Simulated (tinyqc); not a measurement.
Schottky diode by the thermionic emission-diffusion theory: one step of the calculation.

Metal on an n-type semiconductor with one parabolic valley; V > 0 is forward bias (metal positive). The band bends as a parabola over the depletion layer, by Vd = Vbi - V; no image force. Carriers drift and diffuse up to the interface and leave it with the velocity vR.

Problem. Emission velocity. A* = 4 pi q me m0 kB^2/h^3 (times 1e-4 for A/(cm^2 K^2)); Nc = 2 (2 pi me m0 kB T/h^2)^1.5 (times 1e-6 for cm^-3); Vbi = phi - Vt ln(Nc/Nd); vR = A* T^2/(q Nc).

Parameters, values chosen for the exercise; band and dielectric values close to those of silicon:
```
symbol,value,unit,meaning
T,350,K,temperature
me,0.257,m0,electron mass
phi,0.78,eV,barrier height seen from the metal
Nd,1.1e15,cm^-3,donor density
```

Constants: q = 1.602176634e-19 C, kB = 1.380649e-23 J/K, h = 6.62607015e-34 J s, m0 = 9.1093837015e-31 kg, Vt = kB T/q. Results are converted to the units shown.

Wanted: A*; Nc; Vbi; vR.

Solution.

A* = 30.88 A/(cm^2 K^2)
Nc = 4.120e18 cm^-3
Vbi = 0.5318 V
vR = 5.732e6 cm/s

vR equals sqrt(kB T/(2 pi me m0)).

Range of the model: One isotropic valley is assumed; bands with several valleys have a larger Richardson constant and Nc.

tinyqc, about 0.01 s, one thread, Intel Xeon 2.30GHz (shared host): `OMP_NUM_THREADS=1 python tinyqc.py 2640012 2640013 out.jsonl`
